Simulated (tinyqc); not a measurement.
Shallow acceptor in the spherical model (Baldereschi-Lipari), strong spin-orbit limit: one step, computed by the program tinyqc.

The 1S(3/2) state has an s envelope f(r) and a d envelope g(r). In effective units they obey -(f'' + 2f'/r + 2f/r) + mu (g'' + 5g'/r + 3g/r^2) = E f and -(g'' + 2g'/r - 6g/r^2 + 2g/r) + mu (f'' - f'/r) = E g. The cubic term, the split-off band and the central cell are left out.

Problem. Effective units and couplings. Ry* = Ry/(gamma_1 eps^2), a* = a_0 eps gamma_1, mu = (6 gamma_3 + 4 gamma_2)/(5 gamma_1), delta = (gamma_3 - gamma_2)/gamma_1; spherical masses 1/(gamma_1 (1 - mu)) (heavy) and 1/(gamma_1 (1 + mu)) (light).

Inputs (values chosen for the exercise, modelled on germanium):
```
quantity,value,unit
Luttinger gamma_1,13.1,-
Luttinger gamma_2,4.33,-
Luttinger gamma_3,5.72,-
dielectric constant eps,15.7,-
```

Constants: Ry = 13.605693123 eV; a_0 = 0.529177210903 angstrom.

Give: Ry*; a*; mu; delta; heavy-hole mass; light-hole mass.

Solution.

Ry* = 4.214 meV

a* = 108.8 angstrom

mu = 0.7884

delta = 0.1061

heavy-hole mass = 0.3608 m_0

light-hole mass = 0.04268 m_0
